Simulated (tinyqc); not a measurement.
From results back to parameters: Lorentz oscillators and the Kramers-Kronig relations. Three cases, with inputs chosen for the exercise.

Problem. At normal incidence from vacuum the amplitude r = (1 - N)/(1 + N) with N = n + i k is written r = -sqrt(R) exp(i theta). R and the phase theta are given.

Case 1.

R = 0.064509
theta = 0.021204 rad

Case 2.

R = 0.235248
theta = 0.399109 rad

Case 3.

R = 0.466204
theta = 0.324985 rad

Find: n; k; eps1; eps2.

Solution. N = (1 - r)/(1 + r) = (1 + sqrt(R) exp(i theta))/(1 - sqrt(R) exp(i theta)); eps = N^2.

Case 1.

n = 1.681
k = 0.019
eps1 = 2.82
eps2 = 0.07

Case 2.

n = 2.240
k = 1.104
eps1 = 3.80
eps2 = 4.95

Case 3.

n = 3.102
k = 2.534
eps1 = 3.20
eps2 = 15.72

Computed by tinyqc, one run a case: `OMP_NUM_THREADS=1 python tinyqc.py N N+1 out.jsonl` with N = 1650617, 1650635, 1650708; one thread of a shared Intel(R) Xeon(R) Processor @ 2.30GHz, about 0.2 s a run at most.
